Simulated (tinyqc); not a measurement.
# Tunnelling through a gate dielectric with the two-band (Franz) dispersion, WKB transmission and Tsu-Esaki current: effect of temperature

Electrons leave the emitter at x = 0. Energies E (motion across the layers) are in eV from the emitter Fermi level; the collector Fermi level lies at -V and offers states at every E. No charge in the dielectric and no image force: F1 = V/t1, U = phi1 - F1 x. With C = hbar^2/(2 m0), kappa = sqrt(m u (1 - u/Egx)/C), u = U - E where U > E and 0 elsewhere; T(E) = exp(-S), S = 2 times the integral of kappa over x.

Each layer adds (2/F) sqrt(m/C) [G(u at its left edge) - G(u at its right edge)] to S, with u = U - E (0 where negative) and G(u) = Egx^1.5 (th - sin(4 th)/4)/4, th = arcsin sqrt(u/Egx). J = J0 times the integral of T(E) N(E) dE, N = ln[(1 + exp(-E/Vt))/(1 + exp((-E - V)/Vt))], J0 = q^2 me m0 kB T/(2 pi^2 hbar^3) (times 1e-4 for A/cm^2 per eV), from E = -Ef to far above the barrier (T = 1 there), by quadrature converged to the digits shown. The share over the barrier is that of energies above the highest band edge; 0 means below 1e-6 %.

Inputs (values chosen for the exercise); dielectric values close to those of silicon nitride: Fermi energy of the emitter above its band bottom Ef = 0.48 eV; emitter mass in the supply function me = 1 m0; barrier of layer 1 above the emitter Fermi level at zero bias phi1 = 2.06 eV; tunnelling mass of layer 1 m1 = 0.5 m0; thickness of layer 1 t1 = 3.4 nm; gap parameter of the two-band dispersion, set freely Egx = 5.4 eV; voltage across the dielectric V = 1.6 V.

Constants: q = 1.602176634e-19 C, kB = 1.380649e-23 J/K, hbar = 1.054571817e-34 J s, m0 = 9.1093837015e-31 kg, Vt = kB T/q, hbar^2/(2 m0) = 0.0380998212 eV nm^2. Results are converted to the units shown.

Results:
```
T (K)  J (A/cm^2)  mean E of the current (eV)  share over the barrier (%)
50        0.02092                     -0.2389                           0
100       0.02101                     -0.2378                           0
200       0.02140                     -0.2334                           0
400       0.02310                     -0.2140                           0
500       0.02459                     -0.1970                           0
600       0.02685                     -0.1678                           0
750       0.03658                     0.02308                     2.66e-3
```

Estimate the missing row, T = 300 K.

Computed row:
```
T (K)  J (A/cm^2)  mean E of the current (eV)  share over the barrier (%)
300       0.02208                     -0.2256                           0
```

With this row back in the table: Between 50 and 300 K the current changes by a factor of 1.06, and between 300 and 750 K by 1.66; the mean energy of the current rises from -0.239 to 0.0231 eV. The transmission grows by a factor e over d = 0.135 eV near E = 0, equal to kB T/q at 1570 K: far below that temperature the thermal tail adds little.

tinyqc, about 0.02 s, one thread, Intel Xeon 2.30GHz (shared host): `OMP_NUM_THREADS=1 python tinyqc.py 2540056 2540057 out.jsonl`
